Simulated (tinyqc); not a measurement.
# Thin-body transistor below threshold, two-dimensional Poisson equation on a small mesh: what changes with what

A thin body on a thick buried insulator of low permittivity, taken as carrying no normal field at the bottom of the body (row 0). Mobile charge is neglected (subthreshold), the body is fully depleted, and potentials are counted from the intrinsic level; rows run upward to the gate, columns from source to drain.

Inputs (values chosen for the exercise); semiconductor permittivity made up:
- T = 300 K (temperature)
- eps_r = 13.5 (relative permittivity of the semiconductor)
- eox = 3.9 (relative permittivity of the insulator)
- tb = 6 nm (body thickness)
- tox = 1.3 nm (insulator thickness)
- L = 45 nm (channel length)
- Na = 0 cm^-3 (acceptor density of the depleted body)
- Vbi = 0.46 V (potential of the source)
- Vfb = 0.07 V (gate offset)
- Vg = 0 V (gate voltage)
- Vd = 0.7 V (drain voltage)

Constants: q = 1.602176634e-19 C, kB = 1.380649e-23 J/K, Vt = kB T/q, eps0 = 8.8541878128e-14 F/cm where lengths are in cm. Results are converted to the units shown.

Each table varies one quantity; the others keep the values above.

## Effect of the gate voltage

Mesh: rows i = 0..12 in the semiconductor (step hs = tb/12, row 12 on the interface), then 8 step(s) ho = tox/8 up to the gate row 20; columns j = 0..80 (step hy = L/80). Box integration, divided by eps0: up_i = eps hy/h of the interval above row i, dn_i = that of the interval below (0 for row 0), lat_i = (sum of eps h/2 over the intervals above and below)/hy, s_i = -q Na w_i hy/eps0 with w_i the semiconductor height of the box (hs/2 for row 0 and the interface row, hs between, 0 in the insulator). Each free node obeys (up + dn + 2 lat) psi = up psi(above) + dn psi(below) + lat [psi(left) + psi(right)] + s. Fixed values: gate row Vg - Vfb; column 0 at Vbi and the last column at Vbi + Vd in the semiconductor, each running linearly to Vg - Vfb across the insulator. The system is solved directly. On row 0 the minimum of psi and its place come from a parabola through the three lowest nodes; barrier = Vbi - minimum, swing = Vt ln 10/(d psi/dVg), DIBL = (d psi/dVd)/(d psi/dVg) there. Lambda = pi/k with k the smallest positive root of tan(k tox) tan(k tb) = eox/eps_r.

Result of one run:
```
Vg (V)  L/Lambda  barrier (V)  place y/L  swing (mV/decade)  DIBL (mV/V)
-0.04      2.260       0.5139     0.4435              64.10        23.75
```

What becomes of these results when the gate voltage Vg is changed from -0.04 to 0.12 V, all else the same?

Result of the changed run:
```
Vg (V)  L/Lambda  barrier (V)  place y/L  swing (mV/decade)  DIBL (mV/V)
0.12       2.260       0.3655     0.4297              64.31        21.60
```

The whole series:
```
Vg (V)  L/Lambda  barrier (V)  place y/L  swing (mV/decade)  DIBL (mV/V)
-0.2       2.260       0.6626     0.4525              63.99        25.29
-0.12      2.260       0.5882     0.4484              64.04        24.57
-0.04      2.260       0.5139     0.4435              64.10        23.75
0.04       2.260       0.4397     0.4374              64.18        22.77
0.12       2.260       0.3655     0.4297              64.31        21.60
0.2        2.260       0.2916     0.4196              64.49        20.16
```

As Vg goes from -0.2 to 0.2 V, the barrier falls from 0.663 to 0.292 V, the swing rises from 64.0 to 64.5 mV a decade and DIBL falls from 25.3 to 20.2 mV/V; the ideal swing is 59.5. The barrier top moves from y/L = 0.453 to 0.420, towards the source.

## Effect of the drain voltage

Same model as above.

Results:
```
Vd (V)  L/Lambda  barrier (V)  place y/L  swing (mV/decade)  DIBL (mV/V)
0.05       2.260       0.4934     0.4936              63.73        33.75
0.25       2.260       0.4876     0.4727              63.81        29.12
0.45       2.260       0.4825     0.4566              63.95        26.02
0.85       2.260       0.4736     0.4324              64.26        22.01
1.05       2.260       0.4697     0.4229              64.43        20.61
```

Estimate the missing row, Vd = 0.65 V.

Computed row:
```
Vd (V)  L/Lambda  barrier (V)  place y/L  swing (mV/decade)  DIBL (mV/V)
0.65       2.260       0.4779     0.4435              64.10        23.75
```

With this row back in the table: As Vd goes from 0.05 to 1.05 V, the barrier falls from 0.493 to 0.470 V, the swing rises from 63.7 to 64.4 mV a decade and DIBL falls from 33.7 to 20.6 mV/V; the ideal swing is 59.5. The barrier top moves from y/L = 0.494 to 0.423, towards the source.

## Effect of the acceptor density of the depleted body

Same model as above.

Effect of the acceptor density of the depleted body:
```
Na (cm^-3)  L/Lambda  barrier (V)  place y/L  swing (mV/decade)  DIBL (mV/V)
0              2.260       0.4768     0.4406              64.14        23.28
5e17           2.260       0.5050     0.4425              64.11        23.59
1e18           2.260       0.5333     0.4443              64.09        23.89
2e18           2.260       0.5898     0.4476              64.05        24.44
3e18           2.260       0.6464     0.4505              64.01        24.94
5e18           2.260       0.7597     0.4554              63.96        25.81
```

As Na goes from 0 to 5e18 cm^-3, the barrier rises from 0.477 to 0.760 V, the swing stays near 64.1 mV a decade and DIBL rises from 23.3 to 25.8 mV/V; the ideal swing is 59.5. The barrier top moves from y/L = 0.441 to 0.455, towards the middle.

Program tinyqc, `OMP_NUM_THREADS=1 python tinyqc.py 2480081 2480082 out.jsonl`; Intel Xeon 2.30GHz, shared host, one thread, about 0.09 s.
